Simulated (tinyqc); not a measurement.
The basis set: RHF and MP2 along a ladder of basis sets, for H4, spin multiplicity 1. Computed by the program tinyqc with PySCF. Same geometry throughout; the dipole is taken about the origin.

Geometry (angstrom):

| atom | x | y | z |
|---|---|---|---|
| H | 0.0000 | 0.0000 | 0.0000 |
| H | 0.0000 | 0.0000 | 0.7050 |
| H | 0.0000 | 0.9290 | 0.0000 |
| H | 0.0000 | 0.9290 | 0.7050 |

RHF and frozen-core MP2 in a ladder of bases:

| basis | functions | E(RHF) (hartree) | E(MP2 corr) (hartree) | HOMO (eV) | LUMO (eV) | dipole (debye) |
|---|---|---|---|---|---|---|
| sto-3g | 4 | -1.833277 | -0.033688 | -8.0208 | 11.1392 | 0.0000 |
| 3-21g | 8 | -1.940396 | -0.041627 | -9.4628 | 3.8441 | 0.0000 |
| 6-31g** | 20 | -1.969722 | -0.064870 | -9.3381 | 3.5009 | 0.0000 |
| cc-pvdz | 20 | -1.963746 | -0.064112 | -9.3687 | 2.9253 | 0.0000 |
| aug-cc-pvdz | 36 | -1.965398 | -0.066930 | -9.4487 | 1.1933 | 0.0000 |
| cc-pvtz | 56 | -1.976768 | -0.078017 | -9.4307 | 2.5263 | 0.0000 |

Estimate the missing row, basis = 6-31g.

Computed row:
```
basis  functions  E(RHF) (hartree)  E(MP2 corr) (hartree)  HOMO (eV)  LUMO (eV)  dipole (debye)
6-31g          8         -1.950085              -0.041515    -9.5704     3.4218          0.0000
```

From cc-pVDZ to cc-pVTZ the RHF energy falls by 13.0 mhartree and the correlation energy by 13.9. If valence correlation converges as X^-3, (27 E(T) - 8 E(D))/19 gives -0.0839 hartree, a rough estimate from such small X that usually falls short; STO-3G holds about 40 % of it. Beyond STO-3G the LUMO moves by 2.7 eV and the HOMO by 0.2 eV.
